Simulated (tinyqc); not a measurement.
# Worked calculation: resistance of a tapered via with liner, size effect and interface

tinyqc, about 0.01 s, one thread, Intel Xeon 2.30GHz (shared host): `OMP_NUM_THREADS=1 python tinyqc.py 2750015 2750016 out.jsonl` Printed values are rounded.

A round via whose diameter grows from db at the bottom as D(z) = db + 2 z/tan(ang). The fill, of diameter D - 2 tl, starts above the bottom liner (thickness fb tl) and has rho = rho0 (1 + ks lam/(D - 2 tl)); the sidewall liner conducts in parallel with it. The bottom liner and the interface are crossed over the full area pi db^2/4. Spreading in the lines above and below is left out.

Inputs (values chosen for the exercise); fill metal close to molybdenum:
```
symbol    value      unit                                               meaning
db           40        nm                                diameter at the bottom
hv          100        nm                                                height
ang          89   degrees                                        sidewall angle
rho0       5.27   uohm cm                          bulk resistivity of the fill
lam        10.9        nm                            mean free path of the fill
ks          1.4                                              size-effect factor
tl          0.1        nm                                 liner on the sidewall
fb          0.7                   liner at the bottom over that on the sidewall
rl          350   uohm cm                              resistivity of the liner
ri      2.8e-12  ohm cm^2                   interface resistivity at the bottom
Sb       1.3e15     S/m^2  ballistic conductance per area, about 3/(4 rho0 lam)
```

## Slices of the via

Slices between z0 = fb tl and hv, evaluated at their midpoints: conductance per length pi/4 [(D - 2 tl)^2/rho + (D^2 - (D - 2 tl)^2)/rl], slice resistance = slice height over that. 6 slices.

```
slice    z (nm)    D (nm)  rho (uohm cm)  slice resistance (ohm)
0      8.397500  40.29316       7.275834               0.9596364
1      25.05250  40.87459       7.247161               0.9287263
2      41.70750  41.45601       7.219296               0.8992657
3      58.36250  42.03744       7.192206               0.8711664
4      75.01750  42.61887       7.165859               0.8443466
5      91.67250  43.20030       7.140224               0.8187307
```

## Total resistance

R_fill = sum of the slices; R_bottom = rl fb tl/(pi db^2/4); R_interface = ri/(pi db^2/4); ballistic (Sharvin) limit 1/(Sb pi (db - 2 tl)^2/4); ideal cylinder rho0 hv/(pi db^2/4).

parts (ohm): fill 5.321872, bottom liner 0.1949648, interface 0.2228169
R = 5.739654 ohm
shares (%): fill 92.72113, bottom liner 3.39680, interface 3.88206
ballistic limit = 0.6183020 ohm
ideal cylinder = 4.193733 ohm

The fill is the largest part, and R is 1.37 times the ideal cylinder. With 2000 slices R = 5.7400 ohm.
